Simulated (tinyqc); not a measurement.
Jacobi rotations on a symmetric matrix, step by step. One step of it, computed by the program tinyqc.

Problem. Jacobi rotation 2. Take the largest off-diagonal element A_pq; tan 2 theta = 2 A_pq / (A_qq - A_pp) with |theta| <= pi/4; A' = J^T A J with J_pp = J_qq = cos, J_pq = sin, J_qp = -sin.

A':
```
           1          2          3          4          5
1  -0.147504   0.000000   0.099659   0.048710   0.204459
2   0.000000   1.422504   0.029883   0.006879  -0.286828
3   0.099659   0.029883   1.675000  -0.058000   0.060000
4   0.048710   0.006879  -0.058000   2.510000  -0.102000
5   0.204459  -0.286828   0.060000  -0.102000   2.531000
```

Give: p, q, theta; A'.

Solution.

p, q, theta (rad): 2.0000  5.0000  -0.2388

A':
```
         1        2        3        4        5
1  -0.1475   0.0484   0.0997   0.0487   0.1987
2   0.0484   1.3527   0.0432  -0.0174   0.0000
3   0.0997   0.0432   1.6750  -0.0580   0.0512
4   0.0487  -0.0174  -0.0580   2.5100  -0.1007
5   0.1987   0.0000   0.0512  -0.1007   2.6008
```
